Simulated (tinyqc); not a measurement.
# Hydrogenic impurity: series, fields, screening, photoionisation and donor-acceptor pairs, step by step

A worked calculation. Computed by tinyqc, a small Python program that keeps every step. Command: `OMP_NUM_THREADS=1 python tinyqc.py 3022602 3022603 out.jsonl hydrogenic walk`. One thread of a shared host (Intel(R) Xeon(R) Processor @ 2.30GHz), about 0.01 s of CPU time with the checks. Intermediate numbers are printed to about 6 digits and carried at full precision; extremes and crossings named in words are read from the listed rows.

One isotropic, parabolic band. Effective units: Ry* and a*, in which H = -nabla^2 - 2/r.

Inputs (values chosen for the exercise, modelled on GaAs):
```
quantity,value,unit
electron mass m,0.0662,m_0
dielectric constant eps,12.6,-
donor density N,2.4e+16,cm^-3
magnetic field B,9.9,T
depth of a short-range centre E_i,60,meV
```

Parts treated: magnetic field and photoionisation.

Constants: Ry = 13.605693123 eV; a_0 = 0.529177210903 angstrom; h x 1 THz = 4.135667696 meV; mu_B = 5.7883818060e-05 eV/T.

## Effective units and the series

Ry* = Ry m/eps^2, a* = a_0 eps/m; level n is bound by Ry*/n^2; <r> = (3/2) a* in 1s; lines 1s -> np at Ry* (1 - 1/n^2); 1 THz = 4.135667696 meV.

Ry* = 5.67332 meV

a* = 100.720 angstrom

<r> of 1s = 151.079 angstrom

Series:
```
n,binding (meV),line from 1s (meV),line (THz)
2,1.41833,4.25499,1.02885
3,0.63037,5.04295,1.21938
4,0.35458,5.31874,1.28607
5,0.22693,5.44639,1.31693
```

## Overlap of donors

Wigner-Seitz radius r_s = (3/(4 pi N))^(1/3); Mott criterion N_c^(1/3) a* = 0.26; overlap of two 1s orbitals at distance d: S = exp(-x)(1 + x + x^2/3), x = d/a*, with d = N^(-1/3).

r_s = 215.064 angstrom

Mott density = 1.72020e+16 cm^-3

N over the Mott density = 1.39519

overlap S = 0.268515

The sample is on the metallic side of the criterion: isolated levels no longer exist. Caution: N lies above the Mott density, where the levels of isolated donors have no meaning.

## Donor in a magnetic field

gamma = hbar omega_c/(2 Ry*) = mu_B B/(m Ry*). For m_z = 0, H = -nabla^2 - 2/r + gamma^2 rho^2/4, and the band edge moves to gamma Ry*. Basis: exp(-al rho^2 - be z^2), al_k = 0.02 x 2.4^k + gamma/4 x c with k = 0..11, be_k = 0.02 x 2.4^k and c = 0, 0.5, 1 (36 functions). With A = al_i + al_j, B = be_i + be_j (not the field) and the common factor pi^(3/2) dropped: S = 1/(A sqrt(B)), kinetic S (4 al_i al_j/A + 2 be_i be_j/B), <rho^2> = S/A, <1/r> = (2/sqrt(pi)) atanh(u)/(A u), u = sqrt(1 - B/A), which is (2/sqrt(pi))/A when A = B; overlap eigenvalues below 1e-11 are dropped. Binding = (gamma - E) Ry*; the spin term shifts level and edge alike.

gamma = 1.52580

hbar omega_c = 17.3127 meV

magnetic length a*/sqrt(gamma) = 81.5390 angstrom

ground level = -2.01166 meV

binding energy in the field = 10.6680 meV

The field squeezes the orbit and raises the binding by a factor 1.880.

## Weak-field and exact binding

Perturbation theory: E = -1 + gamma^2/2 - (53/96) gamma^4 Ry*.

Ground level (Ry*):
```
gamma,B (T),basis,second order,fourth order,binding
0.15,0.9733,-0.98900,-0.98875,-9.89029e-01,1.13900
0.30,1.9465,-0.95837,-0.95500,-9.59472e-01,1.25837
0.38,2.4656,-0.93552,-0.92780,-9.39312e-01,1.31552
0.50,3.2442,-0.89441,-0.87500,-9.09505e-01,1.39441
0.70,4.5419,-0.81144,-0.75500,-8.87555e-01,1.51144
0.76,4.9312,-0.78369,-0.71120,-8.95387e-01,1.54369
1.00,6.4884,-0.66233,-0.50000,-1.05208e+00,1.66233
1.50,9.7326,-0.37070,0.12500,-2.66992e+00,1.87070
3.10,20.1141,0.74579,3.80500,-4.71811e+01,2.35421
6.10,39.5793,3.14712,17.60500,-7.46801e+02,2.95288
```

Second order stays within 1 % of the basis value up to gamma = 0.38 of those listed and fourth order up to 0.38; beyond, the truncated (asymptotic) series fails, while the binding keeps growing slowly, to 2.95 Ry* at gamma = 6.1.

## Photoionisation line shapes

With x = h nu/E above threshold, normalised to their maxima: hydrogenic 1s: x^-4 exp(4 - 4 atan(k)/k)/(1 - exp(-2 pi/k)), k = sqrt(x - 1), which is 1 at threshold; delta-function centre (Lucovsky): 8 (x - 1)^(3/2)/x^3, which is 1 at x = 2. Energies use E = Ry* and E = E_i; band-to-band absorption, which hides both above the gap, is left out.

Relative cross-sections:
```
x,"h nu, hydrogenic (meV)",hydrogenic,"h nu, short-range centre (meV)",Lucovsky
1.05,5.9570,8.77722e-01,63,0.07726
1.20,6.8080,6.12223e-01,72,0.41409
1.50,8.5100,3.31741e-01,90,0.83805
2,11.3466,1.47738e-01,120,1.00000
2.50,14.1833,7.78364e-02,150,0.94060
3.50,19.8566,2.90356e-02,210,0.73756
5,28.3666,9.97300e-03,300,0.51200
8,45.3866,2.36116e-03,480,0.28938
```

The Coulomb tail makes the hydrogenic cross-section largest at threshold, 5.67 meV; the short-range (neutral) centre starts from zero and peaks at twice its depth, 120.0 meV.

Checks made by the program: weak-field limit -1 + gamma^2/2 (relative difference 8e-06).
